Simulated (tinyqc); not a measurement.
From results back to parameters: inversion layer as a triangular well, valleys of the Si type. Five cases, with inputs chosen for the exercise.

Problem. The spacing of the two lowest levels of one ladder was computed from a hidden sheet density Ns.

The field is taken as constant, e F = 4 pi (e^2/4 pi eps0)(Nd + eta Ns)/eps, with 1e12/cm^2 = 1e-4/angstrom^2, and the oxide as a hard wall at z = 0; c = hbar^2/2m0.

Level j of a valley lies at E_j = a_j (c (e F)^2/m_z)^(1/3) above the band edge at the surface, with the Airy zeros a_j = 2.338107, 4.087949, 5.520560, 6.786708, 7.944134, 9.022651, 10.040174, 11.008524, 11.936016, 12.828777, and has <z> = 2 E_j/(3 e F).

Constants: hbar^2/2m0 = 3.80998211 eV angstrom^2; e^2/(4 pi eps0) = 14.39964547 eV angstrom.

Case 1.

Values chosen (near those of Si; the results hold for these values, not for the real material):
- m_z = 0.908 m0 (confinement mass)
- eps = 11.8 (dielectric constant)
- Nd = 0.21 x 1e12/cm^2 (depletion charge)
- eta = 0.75 (share of Ns in the effective field)

E_1 - E_0 = 133.8513 meV

Case 2.

Values chosen (near those of Si; the results hold for these values, not for the real material):
- m_z = 0.924 m0 (confinement mass)
- eps = 11.9 (dielectric constant)
- Nd = 0.23 x 1e12/cm^2 (depletion charge)
- eta = 0.5 (share of Ns in the effective field)

E_1 - E_0 = 45.9916 meV

Case 3.

Values chosen (near those of Si; the results hold for these values, not for the real material):
- m_z = 0.3105 m0 (confinement mass)
- eps = 11.7 (dielectric constant)
- Nd = 0.57 x 1e12/cm^2 (depletion charge)
- eta = 0.5 (share of Ns in the effective field)

E_1 - E_0 = 91.8555 meV

Case 4.

Values chosen (near those of Si; the results hold for these values, not for the real material):
- m_z = 0.909 m0 (confinement mass)
- eps = 11.8 (dielectric constant)
- Nd = 0.37 x 1e12/cm^2 (depletion charge)
- eta = 0.75 (share of Ns in the effective field)

E_1 - E_0 = 139.8274 meV

Case 5.

Values chosen (near those of Si; the results hold for these values, not for the real material):
- m_z = 0.899 m0 (confinement mass)
- eps = 11.9 (dielectric constant)
- Nd = 0.74 x 1e12/cm^2 (depletion charge)
- eta = 0.5 (share of Ns in the effective field)

E_1 - E_0 = 108.6128 meV

Find: F; Ns.

Solution. e F = sqrt(m_z/c) [(E_1 - E_0)/(a_1 - a_0)]^(3/2), with a_0 and a_1 the first two zeros; then Ns = (eps e F/(4 pi e^2/4 pi eps0) - Nd)/eta.

Case 1.

F = 1.0328 MV/cm
Ns = 8.70 x 1e12/cm^2

Case 2.

F = 0.2098 MV/cm
Ns = 2.30 x 1e12/cm^2

Case 3.

F = 0.3433 MV/cm
Ns = 3.30 x 1e12/cm^2

Case 4.

F = 1.1033 MV/cm
Ns = 9.10 x 1e12/cm^2

Case 5.

F = 0.7512 MV/cm
Ns = 8.40 x 1e12/cm^2

Computed by tinyqc, one run a case: `OMP_NUM_THREADS=1 python tinyqc.py N N+1 out.jsonl` with N = 1252702, 1252709, 1252721, 1252725, 1252792; one thread of a shared Intel(R) Xeon(R) Processor @ 2.30GHz, about 0.05 s a run at most.
